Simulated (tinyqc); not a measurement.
Configuration-coordinate model of carrier capture at a defect: one step. The multiphonon factor. Three cases, with inputs chosen for the exercise.

Task: Form p, nb, x and ln W, the classical ln W, and the capture time 1/(nu W).

Two parabolas of equal curvature k in one coordinate Q: with the carrier free at the band edge, U_f = k Q^2/2; with the carrier trapped, U_t = k (Q - dQ)^2/2 - ET. ER = k dQ^2/2, Huang-Rhys factor S = ER/hw, hw = 0.0646541 sqrt(k/M) eV for k in eV/angstrom^2 and M in u. The curves cross at a height Eb = (ER - ET)^2/(4 ER) above the free minimum.

Multiphonon factor for giving p = ET/hw phonons to the lattice: W = exp(-S (2 nb + 1)) ((nb + 1)/nb)^(p/2) I_p(x), nb = 1/(exp(hw/kT) - 1), x = 2 S sqrt(nb (nb + 1)), I_p the modified Bessel function. Classical limit: W = hw exp(-Eb/kT)/sqrt(4 pi ER kT). At T = 0: exp(-S) S^p/Gamma(p + 1).

Constants: kB = 8.617333262e-05 eV/K.

Give: p, nb, x; ln W; capture time.

Case 1.

Values chosen (of the size met at a deep level in GaN; the results hold for these values, not for the real material): ET = 0.68 eV (thermal depth of the level below the band edge); ER = 0.46 eV (relaxation energy); hw = 0.045 eV (phonon energy of the mode); T = 150 K (temperature); nu = 1e+13 1/s (attempt rate).

Result:

p, nb, x: 15.1111  0.0317  3.6998

ln W: quantum -3.265, classical -3.839

capture time = 2.62e-12 s

The quantum factor is 1.77 times the classical one at kT/hw = 0.29: the classical form serves within a factor of e.

Case 2.

Values chosen (of the size met at a vacancy centre in SiC; the results hold for these values, not for the real material): ET = 0.67 eV (thermal depth of the level below the band edge); ER = 0.35 eV (relaxation energy); hw = 0.043 eV (phonon energy of the mode); T = 77 K (temperature); nu = 1e+13 1/s (attempt rate).

Result:

p, nb, x: 15.5814  0.0015  0.6384

ln W: quantum -4.968, classical -12.403

capture time = 1.44e-11 s

The quantum factor is 1.69e+03 times the classical one at kT/hw = 0.15: nuclear tunnelling rules.

Case 3.

Values chosen (of the size met at a DX centre in AlGaAs; the results hold for these values, not for the real material): ET = 0.1 eV (thermal depth of the level below the band edge); ER = 0.68 eV (relaxation energy); hw = 0.013 eV (phonon energy of the mode); T = 250 K (temperature); nu = 1e+11 1/s (attempt rate).

Result:

p, nb, x: 7.6923  1.2072  170.7638

ln W: quantum -9.173, classical -9.237

capture time = 9.63e-08 s

The quantum factor is 1.07 times the classical one at kT/hw = 1.66: the two agree.

Computed by tinyqc, one run a case: `OMP_NUM_THREADS=1 python tinyqc.py N N+1 out.jsonl` with N = 1450911, 1451089, 1451298; one thread of a shared Intel(R) Xeon(R) Processor @ 2.30GHz, about 0.01 s a run at most.
